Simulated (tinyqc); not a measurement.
Photoconductance decay in a wafer: bulk and surface recombination modes, and iron detection by pair splitting: one step, computed by the program tinyqc. Command: `OMP_NUM_THREADS=1 python tinyqc.py 3110993 3110994 out.jsonl pcd walk`. One thread of a shared host (Intel(R) Xeon(R) Processor @ 2.30GHz), about 0.01 s of CPU time with the checks.

Both faces of the wafer have the same S; injection is low and all coefficients are constant. x runs from -W/2 to W/2.

Task: Effective lifetime. Even modes cos(a x) obey b tan b = S W/(2 D) with b = a W/2, odd modes sin(a x) obey -b cot b = S W/(2 D); each decays at the rate 1/tau_b + D a^2. tau_eff is the decay time of the first mode. The surface time is 1/(D a^2) of that mode; shortcuts for it are W/(2 S), W^2/(pi^2 D) and their sum, whose error is sum/surface time - 1.

Inputs (values chosen for the exercise, modelled on p-type silicon): thickness W = 525 micrometre; diffusivity D = 21.3 cm^2/s; bulk lifetime tau_b without iron = 200 microsecond; surface recombination velocity S = 9100 cm/s.

Give: tau_eff; surface time; W/(2 S); W^2/(pi^2 D); error of the sum; tau_eff/tau_b.

Result:

tau_eff = 14.419 microsecond

surface time = 15.540 microsecond

W/(2 S) = 2.8846 microsecond

W^2/(pi^2 D) = 13.111 microsecond

error of the sum = 2.9351 %

tau_eff/tau_b = 0.072096

The surfaces are fast, and diffusion to them sets the surface time. tau_eff is only 0.072 of tau_b, so it understates the bulk lifetime.
